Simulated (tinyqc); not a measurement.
Input admittance of a MOSFET at zero drain bias: distributed channel and distributed gate: two steps of the calculation.

Source and drain grounded, strong inversion, w = 2 pi f, Cox = eps0 eox/tox. The channel is an RC line of resistance 1/(mu Cox Vo) per square fed from both ends, so one finger has the intrinsic admittance y = i w Cox L tanh(g)/g per width, g = (1/2) sqrt(i w tau), tau = L^2/(mu Vo). The vertical resistance rv/L is in series with y, the overlaps 2 i w Cov in parallel: y_t = 1/(1/y + rv/L) + 2 i w Cov. The gate strip is a line of Rsh/L per length loaded by y_t, so a finger has Y = y_t Wf tanh(k)/k, k = (Wf/sd) sqrt(y_t Rsh/L); the device has Nf Y.

Values chosen for this exercise; values of the order met in silicon radio-frequency transistors:
```
symbol  value        unit                                                                 meaning
eox      7.68              relative permittivity of the gate insulator (close to silicon nitride)
tox       7.9          nm                                                     insulator thickness
L        0.77          um                                                          channel length
Wf        4.2          um                                                            finger width
Nf          1                                                                   number of fingers
mu        190  cm^2/(V s)                                                        channel mobility
Vo       0.43           V                                                          gate overdrive
Rsh       8.1  ohm/square                                            sheet resistance of the gate
rv        8.7    ohm um^2                                  vertical resistivity of the gate stack
sd          1                                       number of ends at which a finger is contacted
Cov      0.27       fF/um                             overlap and fringe capacitance on each side
f         9.5         GHz                                                               frequency
```

Constants: eps0 = 8.8541878128e-14 F/cm where lengths are in cm. Results are converted to the units shown.

Question 1. Low-frequency resistances and capacitance. Low-frequency limits, with c = Cox L and ct = c + 2 Cov: R_strip = Rsh Wf/(3 sd^2 L Nf), R_ch = (c/ct)^2 L/(12 mu Cox Vo Wf Nf), R_vert = (c/ct)^2 rv/(L Wf Nf), C = ct Wf Nf.

Wanted: parts; sum; C; 1/(2 pi R C).

Answer 1.

parts (ohm): strip 14.73, channel 185.7, vertical 2.300
sum = 202.8 ohm
C = 30.11 fF
1/(2 pi R C) = 26.07 GHz

The channel term is the largest, 91.6 % of the sum.

Question 2. Admittance of the channel and stack per width. tau, g, c = Cox L, y and y_t as defined.

Find: tau; g; c; y; y_t.

Answer 2.

tau = 72.57 ps
g = 0.7358+0.7358i
c = 6.628 fF/um
y = 120.1+343.7i uS/um
y_t = 121.2+375.0i uS/um

w tau = 4.33, and Im y is 0.869 of w c.

tinyqc, about 0.01 s, one thread, Intel Xeon 2.30GHz (shared host): `OMP_NUM_THREADS=1 python tinyqc.py 2262223 2262224 out.jsonl`
